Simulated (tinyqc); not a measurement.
Worked calculation: complex band structure along [001] in sp3s* tight binding. Values are carried at full precision from step to step, so a last printed digit may differ when a step is redone from the rounded ones.

For k = (0, 0, kz) the phase sums are g0 = cos(phi) and g3 = i sin(phi), phi = kz a/4, and the s, pz, s* orbitals of anion (a) and cation (c) decouple from px, py. With z = exp(i phi), H(z) = H0 + z T + T^T/z for any complex z. H0 is diagonal (Esa, Epa, Exa, Esc, Epc, Exc). The anion-cation block is B(z) = z U + W/z and the cation-anion block z W^T + U^T/z, where U has Vss/2 (s,s), Vsapc/2 (s,z), -Vscpa/2 (z,s), Vxx/2 (z,z), Vxapc/2 (s*,z), -Vpaxc/2 (z,s*), and W has the same values with the s-z and s*-z signs reversed. |z| = 1 is a band state, |z| < 1 decays along [001] as exp(-kappa d) over a distance d, kappa = -(4/a) ln|z|. No spin-orbit coupling.

Constants: hbar^2/2m0 = 3.80998211 eV angstrom^2.

Values chosen for the exercise (out of a larger set: near a published set for GaSb, fitted to gaps, whose masses and valley positions are rough (light masses up to twice too heavy); not measured data):
- p = (-7.366, 0.848, -3.918, 2.885, 6.58, 6.043, -6.148, 1.588, 4.096, 4.981, 4.629, 4.945, 4.2) eV (order Esa, Epa, Esc, Epc, Exa, Exc, Vss, Vxx, Vxy, Vsapc, Vscpa, Vxapc, Vpaxc)
- dE = 0.58 eV (E - Ev)
- a = 6.096 angstrom (lattice constant)

## The layer matrices

Parameters in the order Esa, Epa, Esc, Epc, Exa, Exc, Vss, Vxx, Vxy, Vsapc, Vscpa, Vxapc, Vpaxc. Form H0 and T.

diagonal of H0 (eV): sa -7.3660, za 0.8480, s*a 6.5800, sc -3.9180, zc 2.8850, s*c 6.0430

T (eV), rows sa, za, s*a, sc, zc, s*c and columns alike:
```
[[0.0000, 0.0000, 0.0000, -3.0740, 2.4905, 0.0000],
 [0.0000, 0.0000, 0.0000, -2.3145, 0.7940, -2.1000],
 [0.0000, 0.0000, 0.0000, 0.0000, 2.4725, 0.0000],
 [-3.0740, 2.3145, 0.0000, 0.0000, 0.0000, 0.0000],
 [-2.4905, 0.7940, -2.4725, 0.0000, 0.0000, 0.0000],
 [0.0000, 2.1000, 0.0000, 0.0000, 0.0000, 0.0000]]
```

## Edges at Gamma

At z = 1 the levels follow from the blocks [[Esa, Vss], [Vss, Esc]] and [[Epa, Vxx], [Vxx, Epc]]: Ev is the lower p root, and the direct gap ends at the lower of the upper roots.

Ev = -0.0201 eV
EG (direct gap) = 0.7632 eV

## Complex wave vectors at one energy in the gap

Solve det(H0 - E + z T + T^T/z) = 0 with E = Ev + dE, as the linear problem [[0, 1], [-T^T, E - H0]] x = z [[1, 0], [0, T]] x. Roots come as z, -z, 1/z and conjugates; list those with 0 < |z| < 1 and Re z, Im z >= 0, by falling |z|. Re kz = arg(z)/(pi/2) in units of 2 pi/a, kappa = -(4/a) ln|z|.

Decaying roots:
```
Re z      Im z     |z|  Re kz (2 pi/a)  kappa (1/angstrom)
0.9307  0.0000  0.9307          0.0000              0.0471
0.1472  0.5458  0.5653          0.8323              0.3743
```

The slowest root has kappa = 0.0471 1/angstrom at Re kz = 0.000: a purely imaginary k at Gamma. The probability falls by exp(-2 kappa d), a factor 2.56 over 1 nm.

## The px, py block

For px and py the determinant gives (E - Epa)(E - Epc) = Vxx^2 cos^2(phi) + Vxy^2 sin^2(phi). With phi = i kappa a/4 this is sinh^2(kappa a/4) = ((E - Epa)(E - Epc) - Vxx^2)/(Vxx^2 - Vxy^2), E = Ev + dE. Parameters in the order Esa, Epa, Esc, Epc, Exa, Exc, Vss, Vxx, Vxy, Vsapc, Vscpa, Vxapc, Vpaxc.

sinh^2(kappa a/4) = 0.12992
kappa of the heavy-hole branch = 0.2317 1/angstrom

This branch decays faster than the slowest root of the s-pz block (0.0471), by a factor 4.92 in kappa.

## Band-edge masses of the same block

From the real bands: m/m0 = c h^2/|E(h) - E(0)| with kz = h = 0.001 1/angstrom for level 2 (light hole) and level 3 (electron) of the 6 x 6 matrix; c = hbar^2/2m0.

masses of this model, from the curvature at Gamma (m0): m_lh 0.0528, m_e 0.0644

These are masses of the nearest-neighbour model without spin-orbit coupling, which is fitted to gaps and often gives the electron too heavy.

## Checks

- Largest distance of a level of the 6 x 6 block at kz = 0.37 (2 pi/a) from a level of the full matrix, against zero (eV): both 0.000000.
- Kappa 0.1 meV above Ev against sqrt(m_lh E/c): both 0.001177.

Run: tinyqc, `OMP_NUM_THREADS=1 python tinyqc.py 1451171 1451172 out.jsonl`; Intel(R) Xeon(R) Processor @ 2.30GHz, one thread, shared host; about 0.01 s of CPU time with all checks.
